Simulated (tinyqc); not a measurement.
From one barrier to a miniband: Kronig-Penney superlattice by transfer matrices.

Wells (width a, potential 0, mass mw) alternate with barriers (width b, height V0, mass mb); period d = a + b; c = hbar^2/2m0. The vector (psi, psi'/m) is continuous, and a layer of thickness t carries it by M = [[cos kt, (m/k) sin kt], [-(k/m) sin kt, cos kt]] with k = sqrt(m (E - V)/c); for E < V, k = i kappa gives [[cosh, (m/kappa) sinh], [(kappa/m) sinh, cosh]] of kappa t. A Bloch state obeys cos(q d) = tr(Mb Mw)/2.

Constants: hbar^2/2m0 = 3.80998211 eV angstrom^2.

Inputs chosen for the exercise (near those of a GaAs superlattice with barriers of AlGaAs; the results hold for these values, not for the real material):
- a = 116 angstrom (well width)
- b = 59 angstrom (barrier width)
- V0 = 0.13 eV (barrier height)
- mw = 0.065 m0 (mass in the wells)
- mb = 0.0803 m0 (mass in the barriers)

Transmission through N barriers separated by wells, between leads of the well material: T = 4/[(M11 + M22)^2 + (u M12 - M21/u)^2] with u = k/mw and M the product over all layers; twelve evenly spaced energies around the first miniband.

Transmission:

| E (eV) | tr M/2 of a period | N = 1 | N = 2 | N = 4 | N = 8 |
|---|---|---|---|---|---|
| 0.019097 | 2.043 | 0.00770 | 0.000464 | 2.15e-06 | 4.69e-11 |
| 0.019563 | 1.610 | 0.00793 | 0.000770 | 1.10e-05 | 2.37e-09 |
| 0.020030 | 1.193 | 0.00817 | 0.00145 | 0.000106 | 7.83e-07 |
| 0.020497 | 0.791 | 0.00841 | 0.00338 | 0.0134 | 0.00441 |
| 0.020964 | 0.403 | 0.00866 | 0.0133 | 0.00732 | 0.194 |
| 0.021430 | 0.029 | 0.00890 | 0.722 | 0.395 | 0.142 |
| 0.021897 | -0.330 | 0.00915 | 0.0208 | 0.00859 | 0.0416 |
| 0.022364 | -0.676 | 0.00940 | 0.00517 | 0.148 | 0.0427 |
| 0.022831 | -1.008 | 0.00966 | 0.00239 | 0.000562 | 0.000109 |
| 0.023297 | -1.327 | 0.00991 | 0.00142 | 5.57e-05 | 1.01e-07 |
| 0.023764 | -1.634 | 0.0102 | 0.000962 | 1.28e-05 | 2.38e-09 |
| 0.024231 | -1.928 | 0.0104 | 0.000709 | 4.28e-06 | 1.60e-10 |

What can be read from this table?

5 of the energies lie in the miniband (|tr M/2| <= 1); there T for N = 8 runs between 0.00441 and 0.194. In the gaps it falls with N: at E = 0.0242 eV from 4.28e-06 (N = 4) to 1.6e-10 (N = 8), a slope of ln T of -2.55 a period, against -2 arccosh|tr M/2| = -2.55.

Run: tinyqc, `OMP_NUM_THREADS=1 python tinyqc.py 1282223 1282224 out.jsonl`; Intel(R) Xeon(R) Processor @ 2.30GHz, one thread, shared host; about 0.06 s of CPU time with all checks.
